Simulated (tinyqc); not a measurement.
Inside a calculation. Method: coherent transport through a tight-binding region between two chains. One step of it, computed by the program tinyqc.

Task: Transmission at E = -0.48 eV. Surface Green function g = (E - i sqrt(4 t^2 - E^2)) / (2 t^2); self-energy tc^2 g on each contact site; G = (E - H - Sigma)^(-1); Gamma = -2 Im Sigma; T = Gamma_L Gamma_R |G_LR|^2; local density of states -Im G_ii / pi.

H of the central region (eV):
$$\begin{pmatrix}
-0.250000 & -0.950000 & 0.000000 & 0.000000 & 0.000000 & -0.950000 \\
-0.950000 & 0.590000 & -0.950000 & 0.000000 & 0.000000 & 0.000000 \\
0.000000 & -0.950000 & -0.240000 & -0.950000 & 0.000000 & 0.000000 \\
0.000000 & 0.000000 & -0.950000 & 0.090000 & -0.950000 & 0.000000 \\
0.000000 & 0.000000 & 0.000000 & -0.950000 & 0.560000 & -0.950000 \\
-0.950000 & 0.000000 & 0.000000 & 0.000000 & -0.950000 & 0.850000
\end{pmatrix}$$

Leads: semi-infinite chains with site energy 0:
```
parameter                           value
lead hopping t (eV)              2.380000
coupling to the left lead (eV)   0.430000
coupling to the right lead (eV)  0.490000
left contact site                       1
right contact site                      2
```

E = -0.480000 eV

Give: g; G; local density of states; transmission.

Result:

g = -0.042-0.418i 1/eV

G (1/eV):
$$\begin{pmatrix}
1.000-0.177i & 0.805-0.566i & -0.162-0.540i & -0.846+0.430i & -0.345+0.797i & 0.467+0.443i \\
0.805-0.566i & 4.300-2.620i & 4.769-2.811i & -3.096+1.910i & -6.626+3.957i & -4.158+2.422i \\
-0.162-0.540i & 4.769-2.811i & 5.185-3.100i & -2.406+2.028i & -6.629+4.317i & -4.851+2.698i \\
-0.846+0.430i & -3.096+1.910i & -2.406+2.028i & 2.488-1.397i & 4.952-2.866i & 2.933-1.740i \\
-0.345+0.797i & -6.626+3.957i & -6.629+4.317i & 4.952-2.866i & 9.600-6.037i & 6.610-3.742i \\
0.467+0.443i & -4.158+2.422i & -4.851+2.698i & 2.933-1.740i & 6.610-3.742i & 4.304-2.356i
\end{pmatrix}$$

local density of states (1/eV): [0.056, 0.834, 0.987, 0.445, 1.922, 0.750]

transmission = 0.030
